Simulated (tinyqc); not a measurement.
Keating valence-force model of a tetrahedral crystal: one step, computed by the program tinyqc.

Atom A sits at 0 and atom B at a/4 (1,1,1) of an fcc lattice; the four bonds from A are t = a/4 (1,1,1), a/4 (1,-1,-1), a/4 (-1,1,-1), a/4 (-1,-1,1), of length d = sqrt(3) a/4. Energy: E = (3 alpha/(8 d^2)) sum over bonds (r.r - d^2)^2 + (3 beta/(8 d^2)) sum over pairs of bonds at one atom (r_i.r_j + d^2/3)^2, with beta_A for the six pairs at A and beta_B for the six at B. The cell holds two atoms, Omega = a^3/4. 1 N/m = 1 J/m^2. With constants fitted to the elastic moduli this model puts optical and zone-boundary frequencies of real crystals too high, by up to about 20 % in elemental crystals and up to about 50 % in compounds, and mostly by more for TA modes; in compounds the lattice part of the static dielectric constant then comes out too low.

Problem. Dynamical matrix at q. With displacements u exp(i q.r), each bracket changes by g.u, where g = (g_A, g_B): bond t, g = (-2 t, 2 t exp(i q.t)); pair (i, j) at A, g = (-(t_i + t_j), t_i exp(i q.t_j) + t_j exp(i q.t_i)); pair at B, g = (-t_i exp(-i q.t_j) - t_j exp(-i q.t_i), t_i + t_j). Then D_mn = sum over the 4 bonds and 12 pairs of (4 k/a^2) conj(g_m) g_n / sqrt(M_m M_n), with k = alpha or beta converted to eV/angstrom^2. Only the short-range forces enter; the Coulomb field of the charges is left out.

Inputs (values chosen for the exercise, modelled on cubic silicon carbide): mass M_A = 28.086 u; mass M_B = 12.011 u; bond stretching alpha = 83.7 N/m; bond bending beta_A = 31.5 N/m; bond bending beta_B = 37.4 N/m.

Structure: zinc blende.

wave vector q (2 pi/a): [0.74, 0.32, 0]

Constants: 1 eV/angstrom^2 = 16.02176634 J/m^2.

Give: D(q).

Solution.

D(q) (eV/(angstrom^2 u)), rows A x, A y, A z, B x, B y, B z:
```
[[1.265, 0.051, 0.000+0.118i, -0.559, 0.296, 0.000-0.128i],
 [0.051, 1.062, 0.000+0.028i, 0.296, -0.559, 0.000-0.538i],
 [0.000-0.118i, 0.000-0.028i, 1.115, 0.000-0.128i, 0.000-0.538i, -0.559],
 [-0.559, 0.296, 0.000+0.128i, 2.879, 0.101, 0.000-0.233i],
 [0.296, -0.559, 0.000+0.538i, 0.101, 2.480, 0.000-0.055i],
 [0.000+0.128i, 0.000+0.538i, -0.559, 0.000+0.233i, 0.000+0.055i, 2.584]]
```
